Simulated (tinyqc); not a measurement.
What a faster ramp buys: rapid thermal processing of a wafer: radiative balance, ramp and cooling, pattern effects, pyrometer error and spike budget. Computed by tinyqc, a small Python program. Command: `OMP_NUM_THREADS=1 python tinyqc.py 3113488 3113489 out.jsonl rtp walk`. One thread of a shared host (Intel(R) Xeon(R) Processor @ 2.30GHz), about 0.04 s of CPU time with the checks.

The wafer is opaque and uniform through its thickness unless said otherwise; temperatures in formulas are in kelvin (C + 273.15). sigma = 5.670374419e-12 W/(cm^2 K^4).

Inputs (values chosen for the exercise, modelled on a hot silicon wafer):

| quantity | value | unit |
|---|---|---|
| wafer thickness d | 625 | micrometre |
| heat capacity per volume C | 2.05 | J/(cm^3 K) |
| thermal conductivity k | 0.26 | W/(cm K) |
| emissivity eps of each face | 0.69 | - |
| reflectivity of the chamber walls r | 0.1 | - |
| gas heat-transfer coefficient h, both faces together | 0.79 | mW/(cm^2 K) |
| wall temperature T_w | 350 | K |
| process temperature | 933 | C |
| starting temperature | 450 | C |
| ramp rate | 22 | K/s |
| activation energy of the process E_a | 2.7 | eV |

Constants: k_B = 8.617333262e-05 eV/K.

Method:
- Effective emissivity between parallel grey plates: eps_eff = 1/(1/eps + 1/(1 - r) - 1). Loss per area q(T) = 2 eps_eff sigma (T^4 - T_w^4) + h (T - T_w).
- Absorbed power during a ramp = q(T) + C d x ramp rate; thermal time constant tau = C d/(dq/dT), dq/dT = 8 eps_eff sigma T^3 + h; natural cooling rate q/(C d); front-to-back difference under one-sided heating at the end of the ramp = (absorbed power) d/(2 k).
- Cooling with the lamps off: C d dT/dt = -q(T), integrated adaptively (relative tolerance 1e-10).
- Spike anneal: linear ramp to the peak, then lamps off. Equivalent time at the peak = int exp(-(E_a/k_B)(1/T - 1/T_peak)) dt; estimate (k_B T^2/E_a)(1/ramp rate + 1/cooling rate). The ramp part uses 4000 trapezoid steps, the cooling part 4000 steps over 4 tau.

time constant tau = 2.47335 s

holding power q = 15.9494 W/cm^2

natural cooling rate = 124.483 K/s

Against the ramp rate:

| ramp (K/s) | ramp part (s) | cooling part (s) | total (s) | power at the peak (W/cm^2) |
|---|---|---|---|---|
| 10 | 4.3216 | 0.40141 | 4.7230 | 17.23 |
| 25 | 1.7286 | 0.40141 | 2.1300 | 19.15 |
| 50 | 0.8643 | 0.40141 | 1.2657 | 22.36 |
| 100 | 0.4322 | 0.40141 | 0.8336 | 28.76 |
| 250 | 0.1729 | 0.40141 | 0.5743 | 47.98 |
| 500 | 0.0864 | 0.40141 | 0.4878 | 80.01 |
| 1000 | 0.0432 | 0.40141 | 0.4446 | 144.07 |

From 10 to 100 K/s the total falls by a factor 5.7, from 100 to 1000 K/s by 1.87: the cooling part, 0.401 s, is a floor, and the natural cooling rate here is 124 K/s.

Extremes, crossings and ranges named in words are read from the listed rows.
